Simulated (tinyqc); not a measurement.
Type-II superlattice in the two-band Kane model: sweeps and comparisons. A value that a table varies takes the place of the one given here.

Motion along the axis, period d = a + b, c = hbar^2/2m0. Conduction and light-hole bands couple: (E - Ec)(E - Ev) = Ep c k^2 in each layer, with mass m(E) = (E - Ev)/Ep, which may be negative. The conduction envelope psi and psi'/m(E) are continuous; a layer carries them by [[cos kt, (m/k) sin kt], [-(k/m) sin kt, cos kt]] (cosh and sinh for k^2 < 0), and cos(q d) = tr(M_B M_A)/2. C1 is the first miniband above EvB, with its bottom at tr/2 = +1 and its top at -1; the gap is the bottom of C1 less the top heavy-hole level HH1.

Heavy holes are uncoupled: with e = EvB - E, p = sqrt(mhB e/c), w = sqrt(mhA (EvB - EvA - e)/c), the top level HH1 at q = 0 solves (p/mhB) tan(p b/2) = (w/mhA) tanh(w a/2).

Constants: hbar^2/2m0 = 3.80998211 eV angstrom^2; hc = 1239.841984 eV nm.

Values chosen for the exercise (near those of an InAs/GaSb superlattice; the results hold for these values, not for the real material):

| symbol | value | unit | meaning |
|---|---|---|---|
| b | 58 | angstrom | layer B |
| EcA | 0 | eV | conduction edge of A |
| EvA | -0.414 | eV | valence edge of A |
| EcB | 0.945 | eV | conduction edge of B |
| EvB | 0.143 | eV | valence edge of B |
| EpA | 14.3 | eV | coupling energy in A |
| EpB | 17.7 | eV | coupling energy in B |
| mhA | 0.35 | m0 | heavy hole in A |
| mhB | 0.27 | m0 | heavy hole in B |
| As | (18, 27, 38, 45, 57, 63, 77) | angstrom | widths of layer A |
| a | 24 | angstrom | layer A |

## Width of layer A

Bottom of C1 (tr/2 = +1, above EvB), HH1, the gap and hc/gap; widths at which C1 no longer starts above EvB are left out.

Results:

| a (angstrom) | C1 (eV) | HH1 (eV) | gap (meV) | cut-off (micrometre) |
|---|---|---|---|---|
| 18 | 0.5587 | 0.1145 | 444.2 | 2.79 |
| 27 | 0.4202 | 0.1142 | 306.0 | 4.05 |
| 38 | 0.3095 | 0.1142 | 195.3 | 6.35 |
| 45 | 0.2601 | 0.1142 | 145.9 | 8.50 |
| 57 | 0.1988 | 0.1142 | 84.6 | 14.65 |
| 63 | 0.1758 | 0.1142 | 61.6 | 20.12 |

From a = 18 to 63 angstrom C1 falls by 383 meV while HH1 moves by -0.3 meV, so layer A tunes the gap, from 444 to 62 meV. The cut-off shifts by 0.140 micrometre per angstrom at the thin end and 0.912 at the thick end: long wavelengths need tight control of the thickness.

## One band or two

Bottom of C1. One band: (k/mA) tan(k a/2) = (kappa/mB) tanh(kappa b/2) with the edge masses (Ec - Ev)/Ep and barrier EcB - EcA. Second row: mA replaced by m(E). The last column is measured against two bands.

Results:

| model | C1 (eV) | gap (meV) | error (meV) |
|---|---|---|---|
| one band, edge masses | 0.4417 | 327.5 | -18.7 |
| m(E) in A only | 0.3926 | 278.4 | -67.8 |
| two bands | 0.4604 | 346.1 | 0.0 |

mA = 0.0290 m0
mB = 0.0453 m0

With edge masses C1 errs by -19 meV, 5 % of the gap. The heavier m(E) in A changes it by -49 meV; the treatment of B changes it by +68 meV, since C1 lies 317 meV above the valence edge of B, where its mass is 0.0179 instead of 0.0453.

## What each parameter does

Bottom and width of C1, HH1 and the gap. Each row changes one parameter from the base and keeps the others.

Results:

| case | C1 (eV) | width (meV) | HH1 (eV) | gap (meV) |
|---|---|---|---|---|
| base | 0.4604 | 34.8 | 0.1143 | 346.1 |
| a = 21 angstrom | 0.5063 | 38.4 | 0.1143 | 392.0 |
| b = 55 angstrom | 0.4576 | 40.3 | 0.1116 | 345.9 |
| EvB = 0.123 eV | 0.4574 | 32.7 | 0.0944 | 363.0 |
| EcB = 0.995 eV | 0.4701 | 30.1 | 0.1143 | 355.9 |
| EvA = -0.444 eV | 0.4570 | 34.4 | 0.1140 | 343.0 |
| EpA = 15.4 eV | 0.4675 | 36.0 | 0.1143 | 353.2 |
| mhB = 0.31 m0 | 0.4604 | 34.8 | 0.1169 | 343.5 |

The largest shifts from the base row, up to three for each result and ties (the steps differ in size, so this ranks the rows, not the parameters). C1 (eV): a +0.0459, EcB +0.0097, EpA +0.0071; unchanged at the printed digits by mhB. width (meV): b +5.5, EcB -4.8, a +3.5; unchanged at the printed digits by mhB. HH1 (eV): EvB -0.0198, b -0.0026, mhB +0.0026; unchanged at the printed digits by a, EcB and EpA. gap (meV): a +45.8, EvB +16.8, EcB +9.7.

Program tinyqc; command `OMP_NUM_THREADS=1 python tinyqc.py 1250642 1250643 out.jsonl`; about 0.04 s on one thread of a shared Intel(R) Xeon(R) Processor @ 2.30GHz.
